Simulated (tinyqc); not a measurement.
Worked calculation: pressure-driven transition between two phases with analytic equations of state. Computed by tinyqc, a small Python program that keeps every step. Command: `OMP_NUM_THREADS=1 python tinyqc.py 3019539 3019540 out.jsonl transition walk`. One thread of a shared host (Intel(R) Xeon(R) Processor @ 2.30GHz), about 0.03 s of CPU time with the checks. Intermediate numbers are printed to about 6 digits and carried at full precision; extremes and crossings named in words are read from the listed rows.

Each phase obeys E = E0 + (9 B0 V0/h^2) {1 + [h (1 - x) - 1] exp(h (1 - x))}, P = 3 B0 (1 - x) x^-2 exp(h (1 - x)), x = (V/V0)^(1/3), h = (3/2)(B' - 1); E0 = 0 for phase 1 and Delta E0 for phase 2. H = E + P V.

Inputs (values chosen for the exercise, for two model phases):
```
quantity                                    value             unit
volume V0 of phase 1                         14.3  angstrom^3/atom
B0 of phase 1                                 143              GPa
B' of phase 1                                3.77                -
volume V0 of phase 2                         12.8  angstrom^3/atom
B0 of phase 2                                 183              GPa
B' of phase 2                                3.54                -
energy of phase 2 above phase 1, Delta E0   0.059          eV/atom
entropy of phase 2 less phase 1, Delta S   -0.021         k_B/atom
temperature T                                 300                K
```

Equation of state: Vinet.

Constants: 1 eV/angstrom^3 = 160.2176634 GPa; k_B = 8.617333262e-05 eV/K.

## First estimate from rigid phases

If neither phase were compressed, P = Delta E0/(V0 of phase 1 - V0 of phase 2).

rigid estimate = 6.30189 GPa

## One Newton step

At the estimate, solve P(V) = P for each phase, form H, and step P(new) = P - (H_2 - H_1)/(V_2 - V_1), since dH/dP = V.

V_1 = 13.7280 angstrom^3

H_1 = 0.550860 eV

V_2 = 12.3905 angstrom^3

H_2 = 0.554217 eV

next pressure = 6.70405 GPa

## Transition pressure at zero temperature

Start from P = Delta E0/(V0 of phase 1 - V0 of phase 2); at each P solve P(V) = P for both phases and step P(new) = P - (H_2 - H_1)/(V_2 - V_1); stop when |H_2 - H_1| < 1e-10 eV. At the zero-temperature transition the volume change is V_2/V_1 - 1 and the work is P (V_1 - V_2).

Iterations:
```
step  P (GPa)  V_1 (angstrom^3)  V_2 (angstrom^3)  H_2 - H_1 (meV)
0     6.30189           13.7280           12.3905      3.35730e+00
1     6.70405           13.6950           12.3663      1.11124e-02
2     6.70539           13.6949           12.3662      1.21919e-07
3     6.70539           13.6949           12.3662                0
```

transition pressure = 6.70539 GPa

V_1 at the transition = 13.6949 angstrom^3

V_2 at the transition = 12.3662 angstrom^3

volume change = -9.70211 %

work P (V_1 - V_2) = 0.0556080 eV/atom

The rigid estimate is low by 6.0 %: phase 1 shrinks faster than phase 2, so the volume gain narrows under pressure.

## Enthalpies against pressure

For each P solve P(V) = P in both phases.

Both phases:
```
P (GPa)  V_1 (angstrom^3)  V_2 (angstrom^3)  H_2 - H_1 (meV/atom)   stable
0.0               14.3000           12.8000               59.0000  phase 1
1.7               14.1346           12.6835               43.3473  phase 1
3.4               13.9779           12.5717               28.1915  phase 1
5.0               13.8376           12.4703               14.3454  phase 1
6.2               13.7364           12.3966                4.2087  phase 1
7.2               13.6547           12.3367               -4.0854  phase 2
8.7               13.5362           12.2491              -16.2788  phase 2
11.0              13.3630           12.1198              -34.4360  phase 2
```

H_2 - H_1 changes with slope V_2 - V_1, from -1.500 to -1.243 angstrom^3 per atom over the table, and passes zero at 6.71 GPa. An error of 10 meV per atom in Delta E0 moves the transition by about 1.21 GPa.

## Shift with temperature

At T the condition is H_2 - H_1 - T Delta S = 0, with Delta S constant and thermal expansion left out; the Clausius-Clapeyron slope is dP/dT = Delta S/(V_2 - V_1) at the zero-temperature point.

Clapeyron slope = 0.218212 MPa/K

transition pressure at T = 6.77089 GPa

linear estimate at T = 6.77085 GPa

The dense phase has the lower entropy, so heating raises the transition pressure. Caution: a constant Delta S holds only at high temperature; it vanishes as T goes to 0, so the shift counted from T = 0 is somewhat too large.

Checks made by the program: slope of the common tangent, -(E_2 - E_1)/(V_2 - V_1) (relative difference below 1e-10).
